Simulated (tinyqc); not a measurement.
CCSD on RHF in the 6-31g basis, for He, spin multiplicity 1, step by step. Computed by tinyqc, a small Python program that keeps every step (integrals from PySCF). Settings: charge = 0, multiplicity = 1, basis = 6-31g, method = RHF, energy threshold = 1e-10, iteration cap = 84, orthogonalisation = canonical, start = Wolfsberg-Helmholz matrix, DIIS depth = 6, amplitude equations = CCSD, DIIS depth for amplitudes = 6, cap on updates = 82. Command: `OMP_NUM_THREADS=1 python tinyqc.py 23557 23558 out.jsonl` (the two numbers bound the seeds that draw the settings). One thread of a shared host (Intel(R) Xeon(R) Processor @ 2.60GHz), about 0.1 s of CPU time with the checks. The early iterations of the SCF are left out here.

## One-electron integrals

Geometry (angstrom):

| atom | x | y | z |
|---|---|---|---|
| He | 0.000000 | 0.000000 | 0.000000 |

Basis 6-31g: exponents (1/bohr^2) and contraction coefficients of normalised primitives:

| element | l (shell) | exponent | coefficient |
|---|---|---|---|
| He | s (1) | 38.421634 | 0.040140 |
| He | s (1) | 5.778030 | 0.261246 |
| He | s (1) | 1.241774 | 0.793185 |
| He | s (2) | 0.297964 | 1.000000 |

Overlap, kinetic and nuclear-attraction integrals over the contracted functions; the nuclear repulsion is the sum of Za Zb / Rab.

nuclear repulsion = 0 hartree

overlap S:
```
          1He 1s    1He 2s
1He 1s  1.000000  0.634148
1He 2s  0.634148  1.000000
```

kinetic energy T (hartree):
```
          1He 1s    1He 2s
1He 1s  2.925655  0.467227
1He 2s  0.467227  0.446946
```

nuclear attraction V (hartree):
```
           1He 1s     1He 2s
1He 1s  -4.805281  -2.013636
1He 2s  -2.013636  -1.742136
```

core Hamiltonian H = T + V (hartree):
```
           1He 1s     1He 2s
1He 1s  -1.879626  -1.546409
1He 2s  -1.546409  -1.295190
```

## Two-electron integrals

Functions are numbered as in S; the eight-fold symmetry (ij|kl) = (ji|kl) = (kl|ij) leaves the list below.

Two-electron integrals (ij|kl) in chemists' order, unique and non-zero (hartree):
```
(11|11) 1.543936   (21|11) 0.785447   (21|21) 0.427025   (22|11) 0.803952
(22|21) 0.476190   (22|22) 0.615938
```

## Orthogonalisation

S = U s U^T; canonical form X = U s^(-1/2), so that X^T S X = 1. Each column of U has its largest component positive (the first on a tie).

eigenvalues of S: 0.365852  1.634148

X:
```
                1         2
1He 1s   1.169047  0.553145
1He 2s  -1.169047  0.553145
```

## Iteration 9 (converged): orbitals

converged F (hartree):
```
           1He 1s     1He 2s
1He 1s  -0.549218  -1.000372
1He 2s  -1.000372  -0.429150
```

Diagonalise F' = X^T F X, C = X C', fill 1 alpha and 1 beta electrons from the bottom; D = 2 C_occ C_occ^T. Each column has its largest component positive (the first on a tie).

F' = X^T F X (hartree):
```
           1          2
1   1.397251  -0.077642
2  -0.077642  -0.911519
```

orbital energies (hartree): MO1 -0.914127, MO2 1.399859

coefficients C:
```
             MO1        MO2
1He 1s  0.592081  -1.149818
1He 2s  0.513586   1.186959
```

D after iteration 9:
```
          1He 1s    1He 2s
1He 1s  0.701120  0.608169
1He 2s  0.608169  0.527541
```

## Convergence

Stop when the energy changes by less than 1e-10 hartree and every element of the error matrix X^T (F D S - S D F) X is below 3e-06.

Course of the cycle:

| iteration | E (hartree) | change | largest element of the error matrix |
|---|---|---|---|
| 1 | -2.80236538 | - | 4.68e-01 |
| 2 | -2.85482734 | -5.25e-02 | 3.77e-02 |
| 3 | -2.85516042 | -3.33e-04 | 1.56e-04 |
| 4 | -2.85516042 | -4.52e-09 | 7.09e-05 |
| 5 | -2.85516043 | -6.84e-10 | 4.58e-05 |
| 6 | -2.85516043 | -2.23e-10 | 3.38e-05 |
| 7 | -2.85516043 | -9.95e-11 | 2.68e-05 |
| 8 | -2.85516043 | -1.68e-10 | 1.95e-08 |
| 9 | -2.85516043 | 0.000000 | 2.81e-11 |

PySCF RHF in the same basis = -2.85516043 hartree

Converged in 9 iterations.

## Integrals over molecular orbitals

(pq|rs) = sum C_ip C_jq C_kr C_ls (ij|kl), one index at a time.

one-electron integrals over orbitals h = C^T H C (hartree):
```
           1          2
1  -1.941034   0.316490
2   0.316490  -0.088737
```

Two-electron integrals over orbitals (pq|rs), unique and non-zero (hartree):
```
(11|11) 1.026907    (21|11) -0.316490   (21|21) 0.227670    (22|11) 0.858133
(22|21) -0.255554   (22|22) 0.766363
```

## CCSD: starting amplitudes

t_ij^ab = <ij||ab> / (e_i + e_j - e_a - e_b), whose energy is MP2.

Starting amplitudes (spin orbitals 1a, 1b, ...; amplitudes related by a flip of all spins are not repeated):

| from | to | t |
|---|---|---|
| 1a 1b | 2a 2b | -0.049194 |

correlation energy = -0.01120012 hartree

## CCSD: amplitude update 1

t_i^a D_i^a and t_ij^ab D_ij^ab are set to the remaining terms of the spin-orbital equations, evaluated with the old amplitudes; for the doubles these are <ij||ab> + 1/2 <ab||ef> t_ij^ef + 1/2 <mn||ij> t_mn^ab + P(ij)P(ab) <mb||ej> t_im^ae + terms in t^2 + terms with t1, D the orbital-energy denominators.

Amplitudes after update 1 (spin orbitals 1a, 1b, ...; amplitudes related by a flip of all spins are not repeated):

| from | to | t |
|---|---|---|
| 1a 1b | 2a 2b | -0.061660 |
| 1a | 2a | 0.001295 |

correlation energy = -0.01403784 hartree

## CCSD: amplitude update 2

As before.

Amplitudes after update 2 (spin orbitals 1a, 1b, ...; amplitudes related by a flip of all spins are not repeated):

| from | to | t |
|---|---|---|
| 1a 1b | 2a 2b | -0.064817 |
| 1a | 2a | 0.001841 |

correlation energy = -0.01475622 hartree

## CCSD: convergence

E_corr = 1/4 sum <ij||ab> t_ij^ab + 1/2 sum <ij||ab> t_i^a t_j^b; stop when the norm of the change is below 1e-8.

Course of the amplitude iterations:

| update | correlation energy (hartree) | norm of the change |
|---|---|---|
| 0 | -0.01120012 | - |
| 1 | -0.01403784 | 2.50e-02 |
| 2 | -0.01475622 | 6.36e-03 |
| 3 | -0.01500160 | 1.63e-03 |
| 4 | -0.01500170 | 1.08e-05 |
| 5 | -0.01500171 | 8.52e-08 |
| 6 | -0.01500171 | 3.42e-08 |
| 7 | -0.01500171 | 2.14e-08 |
| 8 | -0.01500171 | 1.56e-08 |
| 9 | -0.01500171 | 2.75e-12 |

Converged amplitudes (spin orbitals 1a, 1b, ...; amplitudes related by a flip of all spins are not repeated):

| from | to | t |
|---|---|---|
| 1a 1b | 2a 2b | -0.065897 |
| 1a | 2a | 0.002085 |

CCSD total energy = -2.87016214 hartree

T1 diagnostic, norm of the one-spin t1 over sqrt(correlated electrons) = 0.001474

Converged in 9 updates, with DIIS from the third.
